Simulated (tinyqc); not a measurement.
Fixed-moment scan: Stoner model of a band magnet at zero temperature. Computed by tinyqc, a small Python program. Command: `OMP_NUM_THREADS=1 python tinyqc.py 3026016 3026017 out.jsonl stoner walk`. One thread of a shared host (Intel(R) Xeon(R) Processor @ 2.30GHz), about 0.01 s of CPU time with the checks.

Five orbitals per spin share one band; u = (E - E_bottom)/W runs from 0 to 1, and the states per spin, atom and energy are g = 5 d(u)/W with d = (8/pi) sqrt(u (1 - u)). N(u) is the integral of d from 0. The moment m = n_up - n_down (electrons per atom) moves the fillings to n +/- m/10; the energy is E(m) = E_band(m) - I m^2/4.

Inputs (values chosen for the exercise, for a model d band): band width W = 3.8 eV; filling n per spin orbital = 0.7; Stoner parameter I = 0.565 eV.

Density of states: semi-elliptic.

Method. Solve N(u_F) = n; g_F = 5 d(u_F)/W; the Stoner product is I g_F. For a moment m the Fermi levels of the two spins lie W [u(n + m/10) - u(n - m/10)] =: Delta apart; gbar = m/Delta is the mean density of states between them. A solution has I gbar = 1, is stable where gbar falls with m, or sits at saturation m_max = 10 min(n, 1 - n) if I gbar > 1 there. E_band(m) = 5 W [e(n + m/10) + e(n - m/10) - 2 e(n)], e = integral of u d(u) up to the Fermi level.

Stoner product I g_F = 0.896880

Against the moment:
```
m (mu_B)  Delta (eV)   I gbar  E(m) - E(0) (meV)
0.15          0.0945  0.89673               0.37
0.45          0.2839  0.89552               3.31
0.90          0.5705  0.89134              13.55
1.35          0.8629  0.88394              31.64
1.80          1.1657  0.87247              59.38
2.25          1.4868  0.85501              99.90
2.70          1.8479  0.82554             159.25
3.00          2.1997  0.77056             217.44
```

I gbar runs between 0.771 and 0.897; the energy falls with m where it exceeds 1 and rises where it is below. The lowest row is m = 0.15, and no row lies below the paramagnet.

Extremes, crossings and ranges named in words are read from the listed rows.
